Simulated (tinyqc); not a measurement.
Electrons shared among three sets of ellipsoidal valleys: one step. Fermi level and populations. Two cases, with inputs chosen for the exercise.

Question. Solve n = sum_i N_i F_1/2((EF - dE_i)/kT), energies from the edge of the first set.

F_j(eta) = (1/Gamma(j + 1)) integral_0^infinity x^j dx/(1 + exp(x - eta)), which tends to exp(eta) for eta << 0.

Case 1.

Values chosen (out of a larger set: masses and offsets near those of Si; mobilities are free inputs, held fixed; not measured data): dE = (0, 0.026, 0.847) eV (edges of Delta2, Delta4, L above the first, the first two split by strain); n = 3.5e+16 1/cm^3 (total electron density).

N_i (1/cm^3): Delta2 4.910231e+18, Delta4 9.820463e+18, L 8.321617e+18

kT = 0.01723467 eV

Case 2.

Values chosen (out of a larger set: masses and offsets near those of GaP; mobilities are free inputs, held fixed; not measured data): dE = (0, 0.352, 0.561) eV (edges of X, L, Gamma above the first); n = 3.7e+17 1/cm^3 (total electron density).

N_i (1/cm^3): X 3.446722e+18, L 2.276087e+18, Gamma 1.600602e+17

kT = 0.00663535 eV

Give: EF; eta_i; n_i; shares.

Answer.

Case 1.

EF = -0.0915 eV

eta_i: Delta2 -5.31, Delta4 -6.82, L -54.45

n_i (1/cm^3): Delta2 2.43e+16, Delta4 1.07e+16, L 1.87e-05

shares: Delta2 0.6930, Delta4 0.3070, L 0.0000

Delta2 holds most electrons (69.3 %). Boltzmann weights N_i exp(-dE_i/kT) would give Delta4 a share of 0.3067.

Case 2.

EF = -0.0146 eV

eta_i: X -2.19, L -55.24, Gamma -86.74

n_i (1/cm^3): X 3.70e+17, L 2.32e-06, Gamma 3.41e-21

shares: X 1.0000, L 0.0000, Gamma 0.0000

X holds most electrons (100.0 %). Boltzmann weights N_i exp(-dE_i/kT) would give L a share of 0.0000.

Computed by tinyqc, one run a case: `OMP_NUM_THREADS=1 python tinyqc.py N N+1 out.jsonl` with N = 1682122, 1682189; one thread of a shared Intel(R) Xeon(R) Processor @ 2.30GHz, about 0.02 s a run at most.
